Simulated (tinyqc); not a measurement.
Ratio and sensitivities against delay: time-domain thermoreflectance: layered heat flow under a modulated pulse train, and what the signal ratio measures. Computed by tinyqc, a small Python program. Command: `OMP_NUM_THREADS=1 python tinyqc.py 3112265 3112266 out.jsonl tdtr walk`. One thread of a shared host (Intel(R) Xeon(R) Processor @ 2.30GHz), about 0.2 s of CPU time with the checks.

Pulses repeat at 80 MHz; heat is laid down at the surface, all layers are isotropic, and the film is in perfect contact with the substrate.

Inputs (values chosen for the exercise, modelled on aluminium on GaAs):
```
quantity                                value        unit
metal thickness d                          71          nm
metal conductivity                        160     W/(m K)
metal heat capacity                      2.42  MJ/(m^3 K)
boundary conductance G under the metal    270  MW/(m^2 K)
film thickness                            140          nm
film conductivity                         8.1     W/(m K)
film heat capacity                          2  MJ/(m^3 K)
substrate conductivity kappa             49.5     W/(m K)
substrate heat capacity C                1.72  MJ/(m^3 K)
modulation frequency f                      2         MHz
spot radius w (1/e^2, pump and probe)      15  micrometre
```

Stack: metal, film, substrate.

Method:
- For radial wave number k and angular frequency W each layer has u = sqrt(4 pi^2 k^2 + i W C/kappa) and gamma = kappa u. Surface impedance from below: Z = 1/gamma for the substrate; a layer of thickness L maps Z to (Z + tanh(u L)/gamma)/(1 + gamma Z tanh(u L)); a boundary adds 1/G.
- Response per absorbed watt H(W) = 2 pi int_0^(2/w) Z(k, W) exp(-pi^2 k^2 w^2) k dk by 20 Gauss-Legendre points.
- Signal: X + iY = sum_(m = -M..M) H(2 pi (f + m f_r)) exp(i 2 pi m f_r t) exp(-pi (m/M)^2 x 4), f_r = 80 MHz, M = 4000, with H(-W) the complex conjugate of H(W); V_in = X, V_out = Y, ratio = -V_in/V_out.
- Sensitivity S = ln(ratio'/ratio)/ln(1.01) for a rise of one input by 1 %.

Ratio and sensitivities:
```
t (ps)   ratio  S to kappa     S to G    S to d   S to C     S to w  S to film conductivity
100     3.6395     0.40431  -0.036414  -0.70614  0.37404  -0.056925                 0.03199
200     3.4125     0.39985  -0.061741  -0.64040  0.36905  -0.057066                 0.01000
400     3.0951     0.39269  -0.084294  -0.54230  0.36102  -0.057273                -0.02815
800     2.6943     0.38188  -0.095488  -0.41523  0.34881  -0.057608                -0.08492
1500    2.2842     0.36800  -0.091247  -0.28853  0.33295  -0.058182                -0.15018
2500    1.9320     0.35084  -0.081973  -0.18534  0.31337  -0.059157                -0.21468
4000    1.5929     0.32433  -0.074137  -0.08904  0.28335  -0.061117                -0.28072
```

What does the comparison show, and why?

The largest sensitivity in size at 100 ps is to d (-0.71). kappa and C enter almost alike, through the effusivity. At 400 ps an error of 3 % in d passes on as 4 % in kappa.

Extremes, crossings and ranges named in words are read from the listed rows.
